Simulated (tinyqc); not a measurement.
Changing the temperature T: oxidation of curved silicon (wires and holes): cylindrical Deal-Grove kinetics with stress-retarded reaction. Computed by tinyqc, a small Python program. Command: `OMP_NUM_THREADS=1 python tinyqc.py 3030561 3030562 out.jsonl wireox sweep`. One thread of a shared host (Intel(R) Xeon(R) Processor @ 2.30GHz), about 0.08 s of CPU time with the checks.

Silicon fills r < a and oxide a < r < b. One volume of silicon gives 2.25 volumes of oxide, and the length is fixed.

Inputs (values chosen for the exercise, close to those used for silicon in steam):

| quantity | value | unit |
|---|---|---|
| prefactor B0 | 410 | um^2/h |
| activation energy E_B | 0.774 | eV |
| prefactor (B/A)0 | 1.2e+08 | um/h |
| activation energy E_A | 2.04 | eV |
| starting silicon radius a0 | 16 | nm |
| starting oxide x_i | 1 | nm |
| viscosity prefactor eta0 | 3.9e-09 | Pa s |
| viscosity energy E_eta | 5.56 | eV |
| critical shear stress s_c | 58 | MPa |
| activation volume V_k | 14 | angstrom^3 |
| time t | 0.15 | h |

Shape: wire (convex).

Constants: k_B = 8.617333262e-05 eV/K.

Method:
- B = B0 exp(-E_B/(k_B T)), B/A = (B/A)0 exp(-E_A/(k_B T)), eta = eta0 exp(E_eta/(k_B T)); 1 um = 1000 nm.
- Temperatures in kelvin are T(C) + 273.15.
- Geometry: b^2 = b0^2 + 1.25 (a0^2 - a^2), b0 = a0 + x_i.
- Rate of oxide made per interface area: q = 1/[1/k + 2 a |ln(b/a)|/B], and |da/dt| = q/2.25. Reaction k = (B/A) exp(-sigma V_k/(k_B T)). New oxide pushes the old with radial speed u = 1.25 |da/dt| at r = a; the shear stress at radius r is s_c asinh(z a^2/r^2), z = 2 eta u/(a s_c) (Eyring flow), and the compressive normal stress at the interface is sigma = |int_a^b 2 s/r dr| = s_c |F(z) - F(z a^2/b^2)|, F(y) = int_0^y asinh(w)/w dw. q and sigma are solved together. 1 MPa angstrom^3 = 6.241509e-6 eV.
- Integrate da/dt adaptively (tolerance 1e-8); a wire counts as consumed at a = 0.5 nm and a hole as closed at b = 0.5 nm. Planar reference: x^2 + A x = B t + x_i^2 + A x_i, A = B/(B/A).

One run for each value:

| temperature T (C) | ratio to the planar thickness | normal stress at time t (MPa) | oxide thickness (nm) | low-stress viscosity eta (Pa s) |
|---|---|---|---|---|
| 750 | 0.86108 | 278.6 | 2.246 | 9.5108e+18 |
| 800 | 0.74615 | 468.5 | 4.268 | 5.0373e+17 |
| 850 | 0.59847 | 789.7 | 8.091 | 3.4657e+16 |
| 900 | 0.44751 | 1262.8 | 13.869 | 2.9955e+15 |
| 950 | 0.32060 | 2052.9 | 20.643 | 3.1629e+14 |

What does the table show, and why?

Over the rows, ratio to the planar thickness falls from 0.861 to 0.321; normal stress at time t (MPa) rises from 279 to 2050; oxide thickness (nm) rises from 2.25 to 20.6. The viscosity drops by a factor 30000 over the rows. In shear-thinning flow the stress feels the viscosity only through a logarithm, while the thicker oxide of a hotter run adds to it. Left out: 1000, 1050, 1100 (the wire is consumed or the hole is closed).

Caution (all rows): the oxide is taken as a purely viscous fluid in steady flow; elasticity, stress-dependent diffusion and thin-oxide enhancement are left out. Caution (rows 950): a normal stress above about 1.5 GPa lies beyond the range of a viscous flow law.
